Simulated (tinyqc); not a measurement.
# Transit time and capacitance from two cut-off frequencies

Problem. 1/(2 pi fT) = tauF + Vt C/JC, C the sum of the junction capacitances per area. Find C, tauF and the limit of fT at high current.

Parameters, values chosen for the exercise:

| symbol | value | unit | meaning |
|---|---|---|---|
| T | 250 | K | temperature |

Constants: q = 1.602176634e-19 C, kB = 1.380649e-23 J/K, Vt = kB T/q. Results are converted to the units shown.

JC (mA/um^2): [0.02, 0.98]
fT (GHz): [36.545253, 60.158072]

Solution. The delay is a straight line in 1/JC with slope Vt C and intercept tauF.

C = 1.62 fF/um^2
tauF = 2.61 ps
limit of fT = 61.0 GHz

tinyqc, about 0.01 s, one thread, Intel Xeon 2.30GHz (shared host): `OMP_NUM_THREADS=1 python tinyqc.py 2320162 2320163 out.jsonl`
